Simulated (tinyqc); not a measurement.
Donors with valley-orbit split 1s states: one step. Neutrality. Three cases, with inputs chosen for the exercise.

Task: Solve for eta.

Each donor binds at most one electron, in any of its states. For a site s, W_s = sum over its states of g exp(E/kT), and the ionised share is 1/(1 + W_s exp(eta)), eta = (EF - Ec)/kT; n = Nc F_1/2(eta); neutrality n + NA = ND x (mean ionised share); holes are neglected. Nc from N = 2 (m kB T/(4 pi c))^(3/2) with c = hbar^2/2m0, in 1/angstrom^3; times 1e24 for 1/cm^3, m = md. F_j(eta) = (1/Gamma(j + 1)) integral_0^infinity x^j dx/(1 + exp(x - eta)), which tends to exp(eta) for eta << 0.

Case 1.

Values chosen (out of a larger set: near those of P in Si; not measured data): ND = 3.1e+16 1/cm^3 (donors); NA = 0 1/cm^3 (compensating acceptors, all ionised).

Nc = 1.543760e+19 1/cm^3

W_s: donor 93.21632

Case 2.

Values chosen (out of a larger set: near those of P in Si; not measured data): ND = 1.1e+16 1/cm^3 (donors); NA = 0 1/cm^3 (compensating acceptors, all ionised).

Nc = 2.711531e+19 1/cm^3

W_s: donor 45.48593

Case 3.

Values chosen (out of a larger set: near those of As in Si; not measured data): ND = 1.3e+16 1/cm^3 (donors); NA = 0 1/cm^3 (compensating acceptors, all ionised).

Nc = 4.056305e+19 1/cm^3

W_s: donor 34.41097

Give: eta; n; ionised share.

Result:

Case 1.

eta = -6.359
n = 2.67e+16 1/cm^3

ionised share: donor 0.861

n is 0.861 of ND - NA.

Case 2.

eta = -7.828
n = 1.08e+16 1/cm^3

ionised share: donor 0.982

n is 0.982 of ND - NA.

Case 3.

eta = -8.056
n = 1.29e+16 1/cm^3

ionised share: donor 0.989

n is 0.989 of ND - NA.

Computed by tinyqc, one run a case: `OMP_NUM_THREADS=1 python tinyqc.py N N+1 out.jsonl` with N = 1651620, 1651624, 1651657; one thread of a shared Intel(R) Xeon(R) Processor @ 2.30GHz, about 0.01 s a run at most.
